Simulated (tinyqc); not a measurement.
Effective-mass impurity with a central-cell term, in a basis of Slater functions. From 2p binding energy back to effective mass m. Computed by tinyqc, a small Python program. Command: `OMP_NUM_THREADS=1 python tinyqc.py 3028628 3028629 out.jsonl centralcell inv`. One thread of a shared host (Intel(R) Xeon(R) Processor @ 2.30GHz), about 0.04 s of CPU time with the checks.

The envelope obeys H = -nabla^2 - (2/r) [Z + A exp(-kappa r)] in effective units, with kappa = a*/lambda; positive A deepens the well near the core.

Inputs (values chosen for the exercise, with screening close to that of ZnSe):
```
quantity,value,unit
dielectric constant eps,8.77,-
charge Z of the core,1,-
central-cell strength A,-3.1,-
central-cell range lambda,1.6,angstrom
```

Impurity: acceptor, one isotropic band.

Constants: Ry = 13.605693123 eV; a_0 = 0.529177210903 angstrom.

Method:
- Units: Ry* = Ry m/eps^2 and a* = a_0 eps/m, with m in m_0.
- kappa = a*/lambda; the hydrogenic ground state is bound by Z^2 Ry*.
- For s functions exp(-zeta r), with s = zeta_i + zeta_j: S = 2/s^3, T = zeta_i zeta_j S, V = -2 Z/s^2, W = -2 A/(s + kappa)^2; each function is normalised by dividing by sqrt(S_ii S_jj).
- Large basis: zeta_i = 0.06 x 1.6^(i-1), i = 1..22, same formulas; for p functions r exp(-zeta r): S = 24/s^5, T = zeta_i zeta_j S (centrifugal term included), V = -12 Z/s^4, W = -12 A/(s + kappa)^4; overlap eigenvalues below 1e-11 are dropped.
- Binding energies are -E Ry*; the effective quantum number is nu = Z/sqrt(-E); |psi(0)|^2 is given relative to the hydrogenic Z^3/(pi a*^3).

Question. A run gave the result below. Find the effective mass m, known to lie between 0.24 and 0.55 m_0.

2p binding energy = 13.15062 meV

Answer.

Each step takes the trial c = (a f_b - b f_a)/(f_b - f_a), f being the result less the target and a, b, c the logarithms of the listed values; c replaces end b, the old b replaces a if the sign of f changed, and otherwise f_a is halved.

Scan of the range:
```
effective mass m (m_0),2p binding energy (meV)
0.240,10.6115
0.276,12.2015
0.316,13.9669
0.363,16.0386
0.417,18.4143
0.479,21.1338
0.550,24.2338
```

False position (Illinois rule, in the logarithm of the input) inside the bracket:
```
step,end a,end b,trial,2p binding energy (meV)
1,0.276000,0.316000,0.296831,13.1211
2,0.316000,0.296831,0.297480,13.1497
3,0.316000,0.297480,0.297519,13.1514
4,0.297480,0.297519,0.297500,13.1506
5,0.297519,0.297500,0.297500,13.1506
```

2p binding energy rises at every point of a 13-point scan of the range (every second point is shown), so one value fits; it is bracketed by 0.276 and 0.316. Answer: effective mass m = 0.2975 m_0.
